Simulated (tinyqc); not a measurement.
Inside a calculation (part 1 of 2). Method: RHF in the sto-6g basis, for H6, spin multiplicity 1. Computed by tinyqc, a small Python program that keeps every step (integrals from PySCF). Settings: charge = 0, multiplicity = 1, basis = sto-6g, energy threshold = 1e-10, iteration cap = 66, orthogonalisation = symmetric, start = core, DIIS depth = 3, shift = 0.5, method = RHF. Command: `OMP_NUM_THREADS=1 python tinyqc.py 27059 27060 out.jsonl` (the two numbers bound the seeds that draw the settings). One thread of a shared host (Intel(R) Xeon(R) Processor @ 2.60GHz), about 0.1 s of CPU time with the checks. Later iterations appear only in the table of the cycle.

## One-electron integrals

Geometry (angstrom):
```
atom        x        y        z
H     0.00000  0.00000  0.00000
H     0.00000  0.00000  0.86900
H     0.00000  0.00000  1.93300
H     0.00000  0.00000  2.80200
H     0.00000  0.00000  3.86600
H     0.00000  0.00000  4.73600
```

Basis sto-6g: exponents (1/bohr^2) and contraction coefficients of normalised primitives:
```
element  l (shell)  exponent  coefficient
H            s (1)  35.52322      0.00916
H            s (1)   6.51314      0.04936
H            s (1)   1.82214      0.16854
H            s (1)   0.62596      0.37056
H            s (1)   0.24308      0.41649
H            s (1)   0.10011      0.13033
```

Overlap, kinetic and nuclear-attraction integrals over the contracted functions; the nuclear repulsion is the sum of Za Zb / Rab.

nuclear repulsion = 4.8554143 hartree

overlap S, order 1H 1s, 2H 1s, 3H 1s, 4H 1s, 5H 1s, 6H 1s:
```
[[1.00000, 0.57666, 0.13340, 0.03089, 0.00424, 0.00070],
 [0.57666, 1.00000, 0.45993, 0.13340, 0.02181, 0.00423],
 [0.13340, 0.45993, 1.00000, 0.57666, 0.13340, 0.03084],
 [0.03089, 0.13340, 0.57666, 1.00000, 0.45993, 0.13319],
 [0.00424, 0.02181, 0.13340, 0.45993, 1.00000, 0.57603],
 [0.00070, 0.00423, 0.03084, 0.13319, 0.57603, 1.00000]]
```

kinetic energy T (hartree), order 1H 1s, 2H 1s, 3H 1s, 4H 1s, 5H 1s, 6H 1s:
```
[[0.76852, 0.16600, -0.01086, -0.00731, -0.00158, -0.00035],
 [0.16600, 0.76852, 0.09031, -0.01086, -0.00571, -0.00157],
 [-0.01086, 0.09031, 0.76852, 0.16600, -0.01086, -0.00730],
 [-0.00731, -0.01086, 0.16600, 0.76852, 0.09031, -0.01088],
 [-0.00158, -0.00571, -0.01086, 0.09031, 0.76852, 0.16553],
 [-0.00035, -0.00157, -0.00730, -0.01088, 0.16553, 0.76852]]
```

nuclear attraction V (hartree), order 1H 1s, 2H 1s, 3H 1s, 4H 1s, 5H 1s, 6H 1s:
```
[[-2.52807, -1.47853, -0.32893, -0.07433, -0.00980, -0.00156],
 [-1.47853, -2.88950, -1.24241, -0.34634, -0.05314, -0.00978],
 [-0.32893, -1.24241, -3.03846, -1.65368, -0.34633, -0.07418],
 [-0.07433, -0.34634, -1.65368, -3.03838, -1.24231, -0.32833],
 [-0.00980, -0.05314, -0.34633, -1.24231, -2.88899, -1.47636],
 [-0.00156, -0.00978, -0.07418, -0.32833, -1.47636, -2.52729]]
```

core Hamiltonian H = T + V (hartree), order 1H 1s, 2H 1s, 3H 1s, 4H 1s, 5H 1s, 6H 1s:
```
[[-1.75955, -1.31253, -0.33979, -0.08164, -0.01138, -0.00191],
 [-1.31253, -2.12098, -1.15210, -0.35720, -0.05885, -0.01135],
 [-0.33979, -1.15210, -2.26993, -1.48768, -0.35719, -0.08148],
 [-0.08164, -0.35720, -1.48768, -2.26986, -1.15200, -0.33920],
 [-0.01138, -0.05885, -0.35719, -1.15200, -2.12047, -1.31083],
 [-0.00191, -0.01135, -0.08148, -0.33920, -1.31083, -1.75877]]
```

## Two-electron integrals

Functions are numbered as in S; the eight-fold symmetry (ij|kl) = (ji|kl) = (kl|ij) leaves the list below.

Two-electron integrals (ij|kl) in chemists' order, unique and non-zero (hartree):
```
(11|11) 0.77500    (21|11) 0.37384    (21|21) 0.21994    (22|11) 0.52268
(22|21) 0.37384    (22|22) 0.77500    (31|11) 0.06317    (31|21) 0.04105
(31|22) 0.07919    (31|31) 0.00917    (32|11) 0.17064    (32|21) 0.12647
(32|22) 0.28098    (32|31) 0.03296    (32|32) 0.13325    (33|11) 0.27255
(33|21) 0.20110    (33|22) 0.45770    (33|31) 0.06317    (33|32) 0.28098
(33|33) 0.77500    (41|11) 0.01178    (41|21) 0.00779    (41|22) 0.01540
(41|31) 0.00188    (41|32) 0.00709    (41|33) 0.01540    (41|41) 0.00042
(42|11) 0.03975    (42|21) 0.02885    (42|22) 0.06317    (42|31) 0.00798
(42|32) 0.03296    (42|33) 0.07919    (42|41) 0.00188    (42|42) 0.00917
(43|11) 0.12959    (43|21) 0.09203    (43|22) 0.20110    (43|31) 0.02885
(43|32) 0.12647    (43|33) 0.37384    (43|41) 0.00779    (43|42) 0.04105
(43|43) 0.21994    (44|11) 0.18882    (44|21) 0.12959    (44|22) 0.27255
(44|31) 0.03975    (44|32) 0.17064    (44|33) 0.52268    (44|41) 0.01178
(44|42) 0.06317    (44|43) 0.37384    (44|44) 0.77500    (51|11) 0.00129
(51|21) 0.00086    (51|22) 0.00173    (51|31) 0.00022    (51|32) 0.00084
(51|33) 0.00194    (51|41) 0.00005    (51|42) 0.00024    (51|43) 0.00107
(51|44) 0.00180    (51|51) 6.76e-06   (52|11) 0.00526    (52|21) 0.00372
(52|22) 0.00796    (52|31) 0.00104    (52|32) 0.00429    (52|33) 0.01076
(52|41) 0.00026    (52|42) 0.00129    (52|43) 0.00619    (52|44) 0.01076
(52|51) 3.60e-05   (52|52) 0.00020    (53|11) 0.02490    (53|21) 0.01710
(53|22) 0.03599    (53|31) 0.00515    (53|32) 0.02184    (53|33) 0.06317
(53|41) 0.00143    (53|42) 0.00748    (53|43) 0.04105    (53|44) 0.07919
(53|51) 0.00022    (53|52) 0.00129    (53|53) 0.00917    (54|11) 0.07337
(54|21) 0.04895    (54|22) 0.09956    (54|31) 0.01427    (54|32) 0.05897
(54|33) 0.17064    (54|41) 0.00417    (54|42) 0.02184    (54|43) 0.12647
(54|44) 0.28098    (54|51) 0.00071    (54|52) 0.00429    (54|53) 0.03296
(54|54) 0.13325    (55|11) 0.13688    (55|21) 0.08921    (55|22) 0.17655
(55|31) 0.02490    (55|32) 0.09956    (55|33) 0.27255    (55|41) 0.00706
(55|42) 0.03599    (55|43) 0.20110    (55|44) 0.45770    (55|51) 0.00129
(55|52) 0.00796    (55|53) 0.06317    (55|54) 0.28098    (55|55) 0.77500
(61|11) 0.00018    (61|21) 0.00012    (61|22) 0.00024    (61|31) 3.16e-05
(61|32) 0.00012    (61|33) 0.00030    (61|41) 7.68e-06   (61|42) 3.68e-05
(61|43) 0.00017    (61|44) 0.00030    (61|51) 1.06e-06   (61|52) 5.81e-06
(61|53) 3.68e-05   (61|54) 0.00012    (61|55) 0.00024    (61|61) 1.72e-07
(62|11) 0.00087    (62|21) 0.00061    (62|22) 0.00129    (62|31) 0.00017
(62|32) 0.00070    (62|33) 0.00180    (62|41) 4.38e-05   (62|42) 0.00022
(62|43) 0.00107    (62|44) 0.00194    (62|51) 6.33e-06   (62|52) 3.59e-05
(62|53) 0.00024    (62|54) 0.00084    (62|55) 0.00173    (62|61) 1.06e-06
(62|62) 6.73e-06   (63|11) 0.00508    (63|21) 0.00342    (63|22) 0.00705
(63|31) 0.00100    (63|32) 0.00416    (63|33) 0.01175    (63|41) 0.00028
(63|42) 0.00143    (63|43) 0.00778    (63|44) 0.01537    (63|51) 4.38e-05
(63|52) 0.00026    (63|53) 0.00188    (63|54) 0.00707    (63|55) 0.01537
(63|61) 7.67e-06   (63|62) 0.00005    (63|63) 0.00041    (64|11) 0.01895
(64|21) 0.01244    (64|22) 0.02485    (64|31) 0.00352    (64|32) 0.01424
(64|33) 0.03968    (64|41) 0.00100    (64|42) 0.00514    (64|43) 0.02879
(64|44) 0.06305    (64|51) 0.00017    (64|52) 0.00104    (64|53) 0.00796
(64|54) 0.03290    (64|55) 0.07905    (64|61) 3.16e-05   (64|62) 0.00022
(64|63) 0.00187    (64|64) 0.00914    (65|11) 0.07102    (65|21) 0.04569
(65|22) 0.08910    (65|31) 0.01245    (65|32) 0.04889    (65|33) 0.12942
(65|41) 0.00342    (65|42) 0.01708    (65|43) 0.09191    (65|44) 0.20083
(65|51) 0.00061    (65|52) 0.00371    (65|53) 0.02881    (65|54) 0.12629
(65|55) 0.37332    (65|61) 0.00012    (65|62) 0.00086    (65|63) 0.00777
(65|64) 0.04093    (65|65) 0.21940    (66|11) 0.11174    (66|21) 0.07109
(66|22) 0.13684    (66|31) 0.01898    (66|32) 0.07335    (66|33) 0.18876
(66|41) 0.00509    (66|42) 0.02489    (66|43) 0.12954    (66|44) 0.27241
(66|51) 0.00088    (66|52) 0.00525    (66|53) 0.03973    (66|54) 0.17054
(66|55) 0.52233    (66|61) 0.00018    (66|62) 0.00129    (66|63) 0.01175
(66|64) 0.06305    (66|65) 0.37332    (66|66) 0.77500
```

## Orthogonalisation

S = U s U^T; symmetric (Loewdin) form X = U s^(-1/2) U^T, so that X^T S X = 1.

eigenvalues of S: [0.22178, 0.34170, 0.54171, 1.10857, 1.63734, 2.14891]

X, order 1H 1s, 2H 1s, 3H 1s, 4H 1s, 5H 1s, 6H 1s:
```
[[1.17722, -0.40562, 0.07128, -0.01877, 0.00391, -0.00101],
 [-0.40562, 1.30699, -0.35106, 0.07813, -0.01455, 0.00390],
 [0.07128, -0.35106, 1.31949, -0.44492, 0.07810, -0.01874],
 [-0.01877, 0.07813, -0.44492, 1.31947, -0.35095, 0.07118],
 [0.00391, -0.01455, 0.07810, -0.35095, 1.30640, -0.40490],
 [-0.00101, 0.00390, -0.01874, 0.07118, -0.40490, 1.17670]]
```

## Starting guess

The start is the orbitals of the core Hamiltonian; D = 2 C_occ C_occ^T.

D at the start, order 1H 1s, 2H 1s, 3H 1s, 4H 1s, 5H 1s, 6H 1s:
```
[[0.13525, 0.38661, -0.10037, -0.23303, 0.18402, 0.09666],
 [0.38661, 1.27766, 0.08474, -0.61768, 0.20699, 0.18342],
 [-0.10037, 0.08474, 0.97103, 0.50803, -0.61890, -0.23312],
 [-0.23303, -0.61768, 0.50803, 0.96977, 0.08590, -0.09954],
 [0.18402, 0.20699, -0.61890, 0.08590, 1.27778, 0.38600],
 [0.09666, 0.18342, -0.23312, -0.09954, 0.38600, 0.13474]]
```

## Iteration 1: building the Fock matrix

J_ij = sum D_kl (ij|kl), K_ij = sum D_kl (ik|jl); F = H + J - 0.5 K; E = tr D H + tr D J / 2 - 0.25 tr D K + E_nn.

Coulomb J (hartree), order 1H 1s, 2H 1s, 3H 1s, 4H 1s, 5H 1s, 6H 1s:
```
[[1.82620, 1.23077, 0.30314, 0.07100, 0.00960, 0.00155],
 [1.23077, 2.49112, 1.17415, 0.33606, 0.05241, 0.00958],
 [0.30314, 1.17415, 2.76358, 1.56627, 0.33604, 0.07086],
 [0.07100, 0.33606, 1.56627, 2.76333, 1.17398, 0.30255],
 [0.00960, 0.05241, 0.33604, 1.17398, 2.49053, 1.22876],
 [0.00155, 0.00958, 0.07086, 0.30255, 1.22876, 1.82463]]
```

exchange K (hartree), order 1H 1s, 2H 1s, 3H 1s, 4H 1s, 5H 1s, 6H 1s:
```
[[0.66590, 0.81592, 0.24832, 0.00925, 0.01859, 0.02792],
 [0.81592, 1.41159, 0.71453, 0.19589, 0.03039, 0.01853],
 [0.24832, 0.71453, 1.35562, 0.96141, 0.19582, 0.00915],
 [0.00925, 0.19589, 0.96141, 1.35536, 0.71464, 0.24806],
 [0.01859, 0.03039, 0.19582, 0.71464, 1.41124, 0.81453],
 [0.02792, 0.01853, 0.00915, 0.24806, 0.81453, 0.66416]]
```

Fock matrix F (hartree), order 1H 1s, 2H 1s, 3H 1s, 4H 1s, 5H 1s, 6H 1s:
```
[[-0.26630, -0.48972, -0.16080, -0.01526, -0.01107, -0.01432],
 [-0.48972, -0.33565, -0.33522, -0.11908, -0.02163, -0.01103],
 [-0.16080, -0.33522, -0.18416, -0.40212, -0.11906, -0.01520],
 [-0.01526, -0.11908, -0.40212, -0.18421, -0.33535, -0.16068],
 [-0.01107, -0.02163, -0.11906, -0.33535, -0.33556, -0.48933],
 [-0.01432, -0.01103, -0.01520, -0.16068, -0.48933, -0.26621]]
```

total energy of this density = -2.8358457 hartree

## Iteration 1: diagonalisation and new density

A level shift of 0.5 hartree raises the virtual space: F + shift (S - S D(s) S), with D(s) the density of one spin (D/2). Diagonalise F' = X^T F X, C = X C', fill 3 alpha and 3 beta electrons from the bottom; D = 2 C_occ C_occ^T. Each column has its largest component positive (the first on a tie).

F' = X^T F X (hartree):
```
[[0.42076, -0.71892, 0.06171, 0.07105, -0.04287, -0.05852],
 [-0.71892, 0.29836, -0.53772, 0.19766, -0.03218, -0.04272],
 [0.06171, -0.53772, 0.54227, -0.79237, 0.19788, 0.07112],
 [0.07105, 0.19766, -0.79237, 0.54238, -0.53792, 0.06141],
 [-0.04287, -0.03218, 0.19788, -0.53792, 0.29759, -0.71785],
 [-0.05852, -0.04272, 0.07112, 0.06141, -0.71785, 0.42034]]
```

orbital energies (hartree): [-0.55317, -0.46179, -0.22377, 0.79936, 1.15473, 1.80636]

coefficients C, order 1H 1s, 2H 1s, 3H 1s, 4H 1s, 5H 1s, 6H 1s:
```
[[0.23148, -0.26027, -0.33602, -0.73159, -0.78049, 0.42095],
 [0.37722, -0.46098, -0.24991, 0.42161, 0.86543, -0.81139],
 [0.22692, -0.19807, 0.52896, 0.45131, -0.29841, 1.18766],
 [0.22700, 0.19881, 0.52840, -0.45025, -0.30167, -1.18729],
 [0.37684, 0.46127, -0.25046, -0.42423, 0.86414, 0.80987],
 [0.23102, 0.26022, -0.33611, 0.73440, -0.77763, -0.41940]]
```

D after iteration 1, order 1H 1s, 2H 1s, 3H 1s, 4H 1s, 5H 1s, 6H 1s:
```
[[0.46846, 0.58254, -0.14733, -0.35350, 0.10267, 0.19738],
 [0.58254, 0.83450, 0.08942, -0.27614, -0.01579, 0.10238],
 [-0.14733, 0.08942, 0.74105, 0.58327, -0.27667, -0.35381],
 [-0.35350, -0.27614, 0.58327, 0.74052, 0.08982, -0.14684],
 [0.10267, -0.01579, -0.27667, 0.08982, 0.83503, 0.58254],
 [0.19738, 0.10238, -0.35381, -0.14684, 0.58254, 0.46811]]
```

## Iteration 2: building the Fock matrix

As before.

Coulomb J (hartree), order 1H 1s, 2H 1s, 3H 1s, 4H 1s, 5H 1s, 6H 1s:
```
[[1.94933, 1.23928, 0.29307, 0.06780, 0.00912, 0.00147],
 [1.23928, 2.38534, 1.10082, 0.31437, 0.04918, 0.00910],
 [0.29307, 1.10082, 2.56142, 1.45414, 0.31436, 0.06767],
 [0.06780, 0.31437, 1.45414, 2.56131, 1.10073, 0.29253],
 [0.00912, 0.04918, 0.31436, 1.10073, 2.38499, 1.23750],
 [0.00147, 0.00910, 0.06767, 0.29253, 1.23750, 1.94831]]
```

exchange K (hartree), order 1H 1s, 2H 1s, 3H 1s, 4H 1s, 5H 1s, 6H 1s:
```
[[0.96775, 0.91276, 0.24406, 0.00884, 0.00350, 0.02076],
 [0.91276, 1.28553, 0.64430, 0.21988, 0.02751, 0.00346],
 [0.24406, 0.64430, 1.24203, 0.93749, 0.21987, 0.00871],
 [0.00884, 0.21988, 0.93749, 1.24194, 0.64437, 0.24379],
 [0.00350, 0.02751, 0.21987, 0.64437, 1.28528, 0.91173],
 [0.02076, 0.00346, 0.00871, 0.24379, 0.91173, 0.96662]]
```

Fock matrix F (hartree), order 1H 1s, 2H 1s, 3H 1s, 4H 1s, 5H 1s, 6H 1s:
```
[[-0.29410, -0.52964, -0.16875, -0.01826, -0.00401, -0.01082],
 [-0.52964, -0.37840, -0.37343, -0.15278, -0.02343, -0.00398],
 [-0.16875, -0.37343, -0.32953, -0.50229, -0.15277, -0.01817],
 [-0.01826, -0.15278, -0.50229, -0.32953, -0.37346, -0.16856],
 [-0.00401, -0.02343, -0.15277, -0.37346, -0.37812, -0.52920],
 [-0.01082, -0.00398, -0.01817, -0.16856, -0.52920, -0.29376]]
```

total energy of this density = -3.1992592 hartree

## Iteration 2: DIIS over 2 matrices

error matrix X^T (FDS - SDF) X:
```
[[0.00000, -0.17783, -0.04222, 0.09332, 0.00247, 0.00011],
 [0.17783, 0.00000, -0.03827, 0.04632, -0.00003, -0.00245],
 [0.04222, 0.03827, 0.00000, 0.00003, -0.04646, -0.09357],
 [-0.09332, -0.04632, -0.00003, 0.00000, 0.03841, 0.04239],
 [-0.00247, 0.00003, 0.04646, -0.03841, 0.00000, 0.17803],
 [-0.00011, 0.00245, 0.09357, -0.04239, -0.17803, 0.00000]]
```

B (overlaps of the stored error matrices):
```
[[1.3960972e+00, 4.9540989e-01],
 [4.9540989e-01, 1.8323514e-01]]
```

Minimise |sum c_i e_i|^2 with sum c_i = 1: solve [B -1; -1 0][c; lambda] = [0; -1] with B_ij = tr e_i^T e_j, and take F = sum c_i F_i.

DIIS coefficients: [-0.53045, 1.53045]

extrapolated F (hartree), order 1H 1s, 2H 1s, 3H 1s, 4H 1s, 5H 1s, 6H 1s:
```
[[-0.30884, -0.55081, -0.17297, -0.01985, -0.00026, -0.00897],
 [-0.55081, -0.40108, -0.39371, -0.17065, -0.02438, -0.00025],
 [-0.17297, -0.39371, -0.40664, -0.55543, -0.17064, -0.01975],
 [-0.01985, -0.17065, -0.55543, -0.40661, -0.39367, -0.17274],
 [-0.00026, -0.02438, -0.17064, -0.39367, -0.40070, -0.55034],
 [-0.00897, -0.00025, -0.01975, -0.17274, -0.55034, -0.30838]]
```

## Iteration 2: diagonalisation and new density

As before.

F' = X^T F X (hartree):
```
[[0.31656, -0.80777, 0.07600, 0.08955, -0.00497, -0.06623],
 [-0.80777, 0.32309, -0.50821, 0.10870, 0.00415, -0.00492],
 [0.07600, -0.50821, 0.34914, -0.82349, 0.10875, 0.08970],
 [0.08955, 0.10870, -0.82349, 0.34922, -0.50823, 0.07585],
 [-0.00497, 0.00415, 0.10875, -0.50823, 0.32265, -0.80706],
 [-0.06623, -0.00492, 0.08970, 0.07585, -0.80706, 0.31647]]
```

orbital energies (hartree): [-0.70178, -0.57753, -0.39515, 0.81724, 1.19992, 1.63443]

coefficients C, order 1H 1s, 2H 1s, 3H 1s, 4H 1s, 5H 1s, 6H 1s:
```
[[0.16321, -0.32033, -0.41632, -0.64982, -0.75759, 0.50699],
 [0.27650, -0.42948, -0.29823, 0.36026, 0.88715, -0.85771],
 [0.36122, -0.14554, 0.44214, 0.60791, -0.30738, 1.12366],
 [0.36106, 0.14682, 0.44167, -0.60746, -0.31015, -1.12314],
 [0.27580, 0.42966, -0.29895, -0.36115, 0.88732, 0.85575],
 [0.16258, 0.32009, -0.41670, 0.65079, -0.75679, -0.50519]]
```

D after iteration 2, order 1H 1s, 2H 1s, 3H 1s, 4H 1s, 5H 1s, 6H 1s:
```
[[0.60514, 0.61372, -0.15700, -0.34396, 0.06368, 0.19497],
 [0.61372, 0.69970, 0.06105, -0.18989, -0.03823, 0.06351],
 [-0.15700, 0.06105, 0.69429, 0.60867, -0.19016, -0.34419],
 [-0.34396, -0.18989, 0.60867, 0.69399, 0.06126, -0.15670],
 [0.06368, -0.03823, -0.19016, 0.06126, 0.70009, 0.61388],
 [0.19497, 0.06351, -0.34419, -0.15670, 0.61388, 0.60506]]
```

## Iteration 3: building the Fock matrix

As before.

Coulomb J (hartree), order 1H 1s, 2H 1s, 3H 1s, 4H 1s, 5H 1s, 6H 1s:
```
[[1.99005, 1.24035, 0.28958, 0.06677, 0.00896, 0.00144],
 [1.24035, 2.34556, 1.07669, 0.30763, 0.04816, 0.00894],
 [0.28958, 1.07669, 2.50176, 1.42165, 0.30761, 0.06665],
 [0.06677, 0.30763, 1.42165, 2.50167, 1.07660, 0.28906],
 [0.00896, 0.04816, 0.30761, 1.07660, 2.34523, 1.23864],
 [0.00144, 0.00894, 0.06665, 0.28906, 1.23864, 1.98927]]
```

exchange K (hartree), order 1H 1s, 2H 1s, 3H 1s, 4H 1s, 5H 1s, 6H 1s:
```
[[1.06489, 0.93151, 0.23948, 0.01299, 0.00013, 0.01610],
 [0.93151, 1.22241, 0.61112, 0.22740, 0.03029, 0.00011],
 [0.23948, 0.61112, 1.21098, 0.93623, 0.22740, 0.01287],
 [0.01299, 0.22740, 0.93623, 1.21093, 0.61113, 0.23920],
 [0.00013, 0.03029, 0.22740, 0.61113, 1.22204, 0.93057],
 [0.01610, 0.00011, 0.01287, 0.23920, 0.93057, 1.06407]]
```

Fock matrix F (hartree), order 1H 1s, 2H 1s, 3H 1s, 4H 1s, 5H 1s, 6H 1s:
```
[[-0.30194, -0.53794, -0.16995, -0.02136, -0.00248, -0.00852],
 [-0.53794, -0.38663, -0.38097, -0.16328, -0.02584, -0.00246],
 [-0.16995, -0.38097, -0.37366, -0.53415, -0.16328, -0.02127],
 [-0.02136, -0.16328, -0.53415, -0.37365, -0.38096, -0.16974],
 [-0.00248, -0.02584, -0.16328, -0.38096, -0.38627, -0.53747],
 [-0.00852, -0.00246, -0.02127, -0.16974, -0.53747, -0.30153]]
```

total energy of this density = -3.2419917 hartree

## Iteration 3: DIIS over 3 matrices

error matrix X^T (FDS - SDF) X:
```
[[0.00000, -0.06209, -0.01982, 0.03421, 0.00995, 0.00006],
 [0.06209, 0.00000, -0.01526, 0.01826, -0.00002, -0.00994],
 [0.01982, 0.01526, 0.00000, 0.00004, -0.01831, -0.03434],
 [-0.03421, -0.01826, -0.00004, 0.00000, 0.01530, 0.01987],
 [-0.00995, 0.00002, 0.01831, -0.01530, 0.00000, 0.06224],
 [-0.00006, 0.00994, 0.03434, -0.01987, -0.06224, 0.00000]]
```

B (overlaps of the stored error matrices):
```
[[1.3960972e+00, 4.9540989e-01, 1.7551444e-01],
 [4.9540989e-01, 1.8323514e-01, 6.6244964e-02],
 [1.7551444e-01, 6.6244964e-02, 2.4397524e-02]]
```

As before.

DIIS coefficients: [0.09183, -0.89670, 1.80487]

extrapolated F (hartree), order 1H 1s, 2H 1s, 3H 1s, 4H 1s, 5H 1s, 6H 1s:
```
[[-0.30571, -0.54095, -0.17018, -0.02358, -0.00190, -0.00698],
 [-0.54095, -0.38932, -0.38353, -0.16864, -0.02762, -0.00189],
 [-0.17018, -0.38353, -0.39583, -0.55059, -0.16864, -0.02350],
 [-0.02358, -0.16864, -0.55059, -0.39583, -0.38351, -0.16996],
 [-0.00190, -0.02762, -0.16864, -0.38351, -0.38892, -0.54047],
 [-0.00698, -0.00189, -0.02350, -0.16996, -0.54047, -0.30525]]
```

## Iteration 3: diagonalisation and new density

As before.

F' = X^T F X (hartree):
```
[[0.28134, -0.80527, 0.07690, 0.07968, 0.00336, -0.05692],
 [-0.80527, 0.35051, -0.49132, 0.09543, 0.00043, 0.00338],
 [0.07690, -0.49132, 0.36578, -0.83238, 0.09543, 0.07978],
 [0.07968, 0.09543, -0.83238, 0.36579, -0.49131, 0.07679],
 [0.00336, 0.00043, 0.09543, -0.49131, 0.35011, -0.80457],
 [-0.05692, 0.00338, 0.07978, 0.07679, -0.80457, 0.28114]]
```

orbital energies (hartree): [-0.69068, -0.56786, -0.38849, 0.81846, 1.18764, 1.63562]

coefficients C, order 1H 1s, 2H 1s, 3H 1s, 4H 1s, 5H 1s, 6H 1s:
```
[[0.17327, -0.34455, -0.42366, -0.64200, -0.75126, 0.50104],
 [0.26862, -0.41580, -0.28708, 0.38420, 0.89327, -0.85401],
 [0.36221, -0.12218, 0.44052, 0.60243, -0.30840, 1.12941],
 [0.36208, 0.12350, 0.44018, -0.60190, -0.31122, -1.12889],
 [0.26796, 0.41591, -0.28779, -0.38526, 0.89335, 0.85206],
 [0.17265, 0.34428, -0.42420, 0.64297, -0.75037, -0.49926]]
```

D after iteration 3, order 1H 1s, 2H 1s, 3H 1s, 4H 1s, 5H 1s, 6H 1s:
```
[[0.65646, 0.62286, -0.16356, -0.33261, 0.05010, 0.18202],
 [0.62286, 0.65491, 0.04327, -0.16091, -0.03667, 0.05001],
 [-0.16356, 0.04327, 0.68037, 0.61994, -0.16107, -0.33279],
 [-0.33261, -0.16091, 0.61994, 0.68022, 0.04341, -0.16338],
 [0.05010, -0.03667, -0.16107, 0.04341, 0.65520, 0.62306],
 [0.18202, 0.05001, -0.33279, -0.16338, 0.62306, 0.65657]]
```
